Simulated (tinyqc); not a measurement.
Worked calculation: core-shell quantum dot (spherical envelope functions). Values are carried at full precision from step to step, so a last printed digit may differ when a step is redone from the rounded ones.

Parabolic bands; strain and other valleys are left out. s states, u = r psi, hard wall at R + H, c = hbar^2/2m0, energies from the band edges of the core. Core: u = sin(k1 r)/k1, k1 = sqrt(m1 E/c). At R, psi and psi'/m are continuous, so u is continuous and its slope in the shell is s = u/R + (m2/m1)(u' - u/R). Shell: u(R + x) = u(R) cos(k2 x) + s sin(k2 x)/k2, k2 = sqrt(m2 (E - V)/c); for negative arguments the functions turn into sinh and cosh. A level has u(R + H) = 0.

Constants: hbar^2/2m0 = 3.80998211 eV angstrom^2; e^2/(4 pi eps0) = 14.39964547 eV angstrom; hc = 1239.841984 eV nm.

Inputs chosen for the exercise (near those of a Ge/Si core-shell dot; the results hold for these values, not for the real material): R = 35 angstrom (core radius); H = 24 angstrom (shell thickness); Vc = -0.051 eV (conduction edge of the shell above that of the core); me1 = 0.118 m0 (electron, core); me2 = 0.25 m0 (electron, shell); E = 0.004 eV (trial energy of the electron); Vv = 0.633 eV (hole barrier of the shell); mh1 = 0.202 m0 (hole, core); mh2 = 0.405 m0 (hole, shell); Eg = 0.694 eV (gap of the core); eps = 14.4 (dielectric constant).

## Shooting at a trial energy

Carry the electron solution outwards.

k1^2 = 0.00012389 1/angstrom^2
k2^2 = 0.0036089 1/angstrom^2
u(R) = 34.121 angstrom
s = 0.8693
u(R + H) = 18.741 angstrom

u(R + H) is positive: no node yet, so the lowest level lies above the trial energy.

## Ground states

Find the lowest root for electron and hole, and the share of u^2 inside the core.

Levels:
```
carrier,E (eV),share in the core
electron,0.0246,0.506
hole,0.0990,0.968
```

The core holds 21 % of the volume. The hole stays in the core while the electron spreads over core and shell (quasi type II behaviour; the line-up itself is of type II).

## Overlap and Coulomb integrals

Overlap = (integral of u_e u_h)^2 with normalised u. Coulomb integrals J_ab = (q/eps) double integral of u_a(r)^2 u_b(s)^2/max(r, s), q = e^2/(4 pi eps0), one eps everywhere. Exciton E = Eg + E_e + E_h - J_eh; first-order biexciton shift J_ee + J_hh - 2 J_eh (positive: repulsive).

Integrate numerically.

overlap = 0.572

J_eh, J_ee, J_hh (meV): 30.7  26.4  41.6

## Exciton and biexciton

Give E, the wavelength hc/E and the biexciton shift.

E = 0.787 eV
wavelength = 1576 nm
biexciton shift = 6 meV

At first order the shift is the Coulomb integral of the net charge density with itself and cannot be negative; correlation, left out here, lowers it, and may reverse a shift as small as this.

## Checks

- Level without offset and mass step against c (pi/(R + H))^2/m, eV: both 0.0915.
- J_ee in that case against 1.786 q/(eps (R + H)), meV: both 30.3.

Run: tinyqc, `OMP_NUM_THREADS=1 python tinyqc.py 1282792 1282793 out.jsonl`; Intel(R) Xeon(R) Processor @ 2.30GHz, one thread, shared host; about 0.06 s of CPU time with all checks.
